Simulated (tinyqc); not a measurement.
Thermodynamics of metal silicides: hull, first phase, silicon consumed, nucleation and stability against SiO2. Changing the silicon available t_Si. Computed by tinyqc, a small Python program. Command: `OMP_NUM_THREADS=1 python tinyqc.py 3027624 3027625 out.jsonl silphase sweep`. One thread of a shared host (Intel(R) Xeon(R) Processor @ 2.30GHz), about 0.01 s of CPU time with the checks.

Entropies of formation of the solids are neglected, so heats stand for free energies. Si fractions: M2Si 0.3333, MSi 0.5000, MSi2 0.6667.

Inputs (values chosen for the exercise, of the order of those of cobalt silicides for heats and volumes only): heat of formation of M2Si = -38.5 kJ/mol atoms; heat of formation of MSi = -49.7 kJ/mol atoms; heat of formation of MSi2 = -36.3 kJ/mol atoms; molar volume of M = 6.67 cm^3/mol; molar volume of Si = 12.06 cm^3/mol; metal thickness t = 17 nm.

Phases: M2Si, MSi, MSi2.

Method. A phase is stable if it lies below every straight line between a phase on its left and one on its right (M and Si at zero). Distance = its heat less the lowest such line, negative for a stable phase. Overall Si fraction x0 = (t_Si/V_Si)/(t_Si/V_Si + t/V_M). In equilibrium the two stable phases that bracket x0 share the atoms by the lever rule.

One run for each value:
```
silicon available t_Si (nm)  overall Si fraction x0  share of atoms in the Si-richer phase
5.1                                         0.14231                                0.42693
14.0                                        0.31294                                0.93881
23.0                                        0.42801                                0.56803
31.9                                        0.50928                                0.05567
40.8                                        0.57033                                0.42198
49.7                                        0.61787                                0.70722
58.7                                        0.65632                                0.93794
67.6                                        0.68743                                0.06228
76.5                                        0.71337                                0.14011
```

Over the rows, overall Si fraction x0 rises from 0.142 to 0.713 (exponent d ln y / d ln x 0.78 between the first rows and 0.30 between the last); share of atoms in the Si-richer phase lies between 0.0557 and 0.939 without a single trend. The share restarts from zero each time x0 passes the composition of a stable phase.

Extremes, crossings and ranges named in words are read from the listed rows.
